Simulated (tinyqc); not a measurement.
# The weight eta from points of equal mobility

Inverse problem. If the mobility depends on E = q (Ndep + eta Ns)/(eps0 eps_r) alone, two points of equal mobility on its falling branch have equal E. Find eta and E.

Parameters, values chosen for the exercise:
- eps_r = 11.7 (relative permittivity of the semiconductor)

Constants: q = 1.602176634e-19 C, eps0 = 8.8541878128e-14 F/cm where lengths are in cm. Results are converted to the units shown.

Ndep at two body biases (cm^-2): 9.2108419e11  1.5555039e12
Ns at which the mobility is the same (cm^-2): 5.7e12  4.2246053e12

Solution. eta is the ratio of the differences of Ndep and Ns.

eta = 0.4300
E = 0.5215 MV/cm

Numbers from tinyqc (`OMP_NUM_THREADS=1 python tinyqc.py 2510163 2510164 out.jsonl`; about 0.01 s on one thread of a shared Intel Xeon 2.30GHz).
